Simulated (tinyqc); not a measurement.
Strain: hole subbands of a hard-walled well, four-band Luttinger model.

Hole energies are counted downwards from the unstrained band edge, c = hbar^2/2m0. After the usual block transformation one block is H = [[P + Q - Zs, R - i S], [R + i S, P - Q + Zs]] in (heavy, light), with P +/- Q = c [(g1 +/- g2) k^2 + (g1 -/+ 2 g2) kz^2], R = sqrt(3) c gR k^2, S = 2 sqrt(3) c g3 k kz, kz = -i d/dz; axial approximation gR = (g2 + g3)/2. Zs = b (e_par - e_perp) is the shear part of the strain (the hydrostatic part shifts all levels alike and is left out). Basis sqrt(2/L) sin(n pi z/L), n = 1 to N, for each component: kz^2 gives (n pi/L)^2 and the heavy-light block is R delta_nm - 2 sqrt(3) c g3 k D_nm with D_nm = 4 n m/(L (n^2 - m^2)) for n + m odd, 0 otherwise. The other block has the same levels. The split-off band is left out.

Constants: hbar^2/2m0 = 3.80998211 eV angstrom^2.

Values chosen for the exercise (near those of Ge; shifted at random, so the results belong to these values and not to a real crystal): g1 = 13.45 (Luttinger gamma1); g2 = 4.25 (gamma2); g3 = 5.69 (gamma3); L = 70 angstrom (well width along [001]); Zlist = (-0.1385, -0.091, -0.0513, -0.0226, 0, 0.029, 0.144) eV (shear strain energies (negative: tension in the plane, for b < 0)).

N = 20. dE is the rise of the top subband from k = 0 to k1 = pi/(4L), m1 = c k1^2/dE (dash if dE is not positive), and the heavy weight is taken at k = pi/L.

Top subband:
```
Zs (eV)  HH1 (meV)  LH1 (meV)  dE (meV)  heavy weight  m1 (m0)
-0.1385      176.5       29.9     0.144         0.160    3.327
-0.0910      129.0       77.4    -2.120         0.247        -
-0.0513       89.3      117.1     5.491         0.363    0.087
-0.0226       60.6      145.8     6.406         0.475    0.075
0.0000        38.0      168.4     6.620         0.577    0.072
0.0290         9.0      197.4     6.807         0.706    0.070
0.1440      -106.0      312.4     7.246         0.931    0.066
```

What does the comparison show?

HH1 and LH1 cross at Zs = -2 c g2 (pi/L)^2 = -0.0652 eV; for more negative Zs the light hole is on top. Among the rows with HH1 on top, m1 goes from 0.087 to 0.066 m0 as the splitting widens from 28 to 418 meV, against the unmixed 1/(g1 + g2) = 0.056: compression lightens the holes here. A dash marks a top subband whose hole energy at k1 lies below that at k = 0: an electron-like (negative) mass. m1 describes the neighbourhood of k = 0 only; where HH1 and LH1 lie close, the band may peak further out.

Program tinyqc; command `OMP_NUM_THREADS=1 python tinyqc.py 1282509 1282510 out.jsonl`; about 0.1 s on one thread of a shared Intel(R) Xeon(R) Processor @ 2.30GHz.
